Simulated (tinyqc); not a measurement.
## LED efficiency against current

ABC model of an LED: J = q da (A n + Ba n^2 + Ca n^3), IQE = Ba n^2/(A n + Ba n^2 + Ca n^3), differential lifetime 1/(A + 2 Ba n + 3 Ca n^2).

Values chosen for this exercise:
- A = 4.3e6 1/s (defect coefficient of the active layer)
- Ba = 1.3e-11 cm^3/s (radiative coefficient of the active layer)
- Ca = 7.9e-31 cm^6/s (Auger coefficient of the active layer)
- da = 3.5 nm (thickness of the active layer)

Constants: q = 1.602176634e-19 C. Results are converted to the units shown.

Result of one run:

| J (A/cm^2) | n (cm^-3) | IQE (%) | defect share (%) | Auger share (%) | differential lifetime (ns) |
|---|---|---|---|---|---|
| 1 | 9.9210e17 | 71.752 | 23.922 | 4.3259 | 30.838 |

What becomes of these results when the current density J is changed from 1 to 400 A/cm^2, all else the same?

Result of the changed run:

| J (A/cm^2) | n (cm^-3) | IQE (%) | defect share (%) | Auger share (%) | differential lifetime (ns) |
|---|---|---|---|---|---|
| 400 | 1.6476e19 | 49.473 | 0.99321 | 49.534 | 0.92934 |

The whole series:

| J (A/cm^2) | n (cm^-3) | IQE (%) | defect share (%) | Auger share (%) | differential lifetime (ns) |
|---|---|---|---|---|---|
| 0.02 | 6.8640e16 | 17.173 | 82.755 | 0.071633 | 164.05 |
| 0.07 | 1.8531e17 | 35.763 | 63.834 | 0.40274 | 108.70 |
| 0.3 | 4.9162e17 | 58.731 | 39.515 | 1.7546 | 56.641 |
| 1 | 9.9210e17 | 71.752 | 23.922 | 4.3259 | 30.838 |
| 5 | 2.3116e18 | 77.908 | 11.148 | 10.944 | 12.976 |
| 20 | 4.5122e18 | 74.211 | 5.4401 | 20.349 | 5.8868 |
| 90 | 8.8527e18 | 63.479 | 2.3718 | 34.150 | 2.3798 |
| 400 | 1.6476e19 | 49.473 | 0.99321 | 49.534 | 0.92934 |
| 2000 | 3.0839e19 | 34.665 | 0.37180 | 64.963 | 0.32679 |

The IQE goes from 17.2 through a maximum of 77.9 (at J = 5 A/cm^2 among the rows listed) to 34.7 %. The exact peak, Q/(Q + 2) = 77.9 % with Q = Ba/sqrt(A Ca) = 7.05, lies at n = sqrt(A/Ca) = 2.33e18 cm^-3, J = 5.09 A/cm^2, where the defect and Auger shares are equal. n goes as J^(0.79) at the low end and J^(0.39) at the high end.

Program tinyqc, `OMP_NUM_THREADS=1 python tinyqc.py 2300040 2300041 out.jsonl`; Intel Xeon 2.30GHz, shared host, one thread, about 0.01 s.
